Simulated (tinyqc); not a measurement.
# Resistive memory cell, filament-gap model with Joule heating, step by step

Program tinyqc, `OMP_NUM_THREADS=1 python tinyqc.py 2880147 2880148 out.jsonl`; Intel Xeon 2.30GHz, shared host, one thread, about 0.1 s. Printed values are rounded.

A tunnelling gap g separates the tip of a filament from the electrode. I = I0 exp(-g/g0) sinh(Vd/V0), with Vd = V - I Rs on the device; T = T0 + Rth Vd I at once; the gap closes as dg/dt = -nu exp(-q Ea/(kB T)) sinh(al q Vd/(kB T)). All constants are fitting values of a compact model.

Inputs (values chosen for the exercise):

| symbol | value | unit | meaning |
|---|---|---|---|
| T0 | 300 | K | ambient temperature |
| I0 | 0.69 | mA | current scale |
| g0 | 0.27 | nm | tunnelling length |
| V0 | 0.3 | V | voltage scale |
| nu | 100 | m/s | attempt velocity |
| Ea | 0.91 | eV | activation energy |
| al | 0.27 |  | barrier lowering per volt on the device |
| Rth | 5.9e5 | K/W | thermal resistance |
| Rs | 2000 | ohm | series resistance |
| V | 1.6 | V | pulse voltage |

Constants: q = 1.602176634e-19 C, kB = 1.380649e-23 J/K. Results are converted to the units shown.

## Iteration 1: voltage on the device

Vd at the start = 1.6 V
g = 1.6 nm

I = I0 exp(-g/g0) sinh(Vd/V0); f = Vd + Rs I - V, f' = 1 + Rs (I0/V0) exp(-g/g0) cosh(Vd/V0), Vd(new) = Vd - f/f'.

I = 190.743 uA
f' = 2.27168
Vd after iteration 1 = 1.43207 V

## Iteration 2: voltage on the device

As before.

I = 108.974 uA
f' = 1.72660
Vd after iteration 2 = 1.40310 V

## Course of the iteration: voltage on the device

Stop when Vd changes by less than 1e-10 V, or after 30 iterations.

Course of the iteration:
```
iteration,Vd (V),|change| (V)
1,1.43207,0.168
2,1.40310,0.0290
3,1.40251,5.93e-4
4,1.40251,2.33e-7
5,1.40251,3.60e-14
```

Converged in 5 iterations. At the end the number of correct digits about doubles with each step.

## Current, temperature and closing rate

Vd = 1.40251 V

I, T and dg/dt as above.

I = 98.7464 uA
T = 381.711 K
lowered barrier Ea - al Vd = 0.531323 eV
-dg/dt = 4.82879e-6 nm/ns

Without heating the rate would be 5.93e-8 nm/ns, so heating by 81.7 K multiplies it by 81.4.
